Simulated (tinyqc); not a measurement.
From one set of inputs to another, one input at a time: growth of a silicide layer between metal and silicon: linear-parabolic kinetics, ramp anneals and Kissinger analysis. Computed by tinyqc, a small Python program. Command: `OMP_NUM_THREADS=1 python tinyqc.py 3008070 3008071 out.jsonl silicide ladder`. One thread of a shared host (Intel(R) Xeon(R) Processor @ 2.30GHz), about 0.2 s of CPU time with the checks.

One compound layer of thickness x grows by diffusion through itself and reaction at an interface, dx/dt = 1/(2x/K + 1/v), until the metal is used up at x = a h.

The inputs printed are set A. Set A is modelled on CoSi2; the values taken over come from a set modelled on TiSi2. Inputs not listed in the table keep their values of set A, so the rows need not describe a real material.

Inputs (values chosen for the exercise, modelled on CoSi2):

| quantity | value | unit |
|---|---|---|
| metal thickness h | 12 | nm |
| silicide formed per metal thickness a | 3.52 | - |
| prefactor of the parabolic constant K | 7.7e+14 | nm^2/s |
| activation energy E of K | 2.4 | eV |
| prefactor of the interface velocity v | 6e+14 | nm/s |
| activation energy E_v | 2.64 | eV |
| temperature T | 610 | C |
| time t | 19 | s |
| ramp rate beta | 0.3 | C/s |

Constants: k_B = 8.617333262e-05 eV/K.

Method:
- The silicide ends at the thickness a h.
- K = K0 exp(-E/(k_B T)), v = v0 exp(-E_v/(k_B T)).
- Temperatures in kelvin are T(C) + 273.15.
- x^2/K + x/v = t, so x = (K/(2v)) [sqrt(1 + 4 v^2 t/K) - 1], capped at a h; completion time t_c = (a h)^2/K + a h/v, a h being the final thickness; crossover thickness K/v.
- Ramp from x = 0 at 100 C at the rate beta: dx/dT = (1/beta)/(2x/K + 1/v), integrated adaptively (tolerance 1e-9) until x = a h at T_f.

Each row keeps all changes above it:

| input moved | from | to | completion time (s) | completion temperature T_f (C) | crossover thickness (nm) |
|---|---|---|---|---|---|
| set A | - | - | 196.9 | 632.3 | 30.06 |
| prefactor of the interface velocity v (nm/s) and activation energy E_v (eV) | 6e+14, 2.64 | 9.8e+10, 1.91 | 149.2 | 623.0 | 12.56 |
| prefactor of the parabolic constant K (nm^2/s) and activation energy E of K (eV) | 7.7e+14, 2.4 | 7.9e+10, 1.74 | 226.2 | 634.1 | 7.53 |
| temperature T (C) | 610 | 650 | 82.8 | 634.1 | 6.83 |
| time t (s) | 19 | 270 | 82.8 | 634.1 | 6.83 |
| ramp rate beta (C/s) | 0.3 | 1 | 82.8 | 680.8 | 6.83 |
| metal thickness h (nm) | 12 | 25 | 333.5 | 741.3 | 6.83 |

Completion time goes from 197 to 333, a factor 1.69 in all. The largest single move comes from metal thickness h (a factor 4.03), and temperature T works against it (a factor 0.366). Completion temperature T_f goes from 632 to 741, a factor 1.17 in all. The largest single move comes from metal thickness h (a factor 1.09), and prefactor of the interface velocity v with activation energy E_v works against it (a factor 0.9852). Crossover thickness goes from 30.1 to 6.83, a factor 0.227 in all. The largest single move comes from prefactor of the interface velocity v with activation energy E_v (a factor 0.418). The single moves hold for this order of the switches; the total does not depend on the order.

Caution (all rows): a disilicide really forms through metal-rich phases and by nucleation, not as one layer from the metal.

Extremes, crossings and ranges named in words are read from the listed rows.
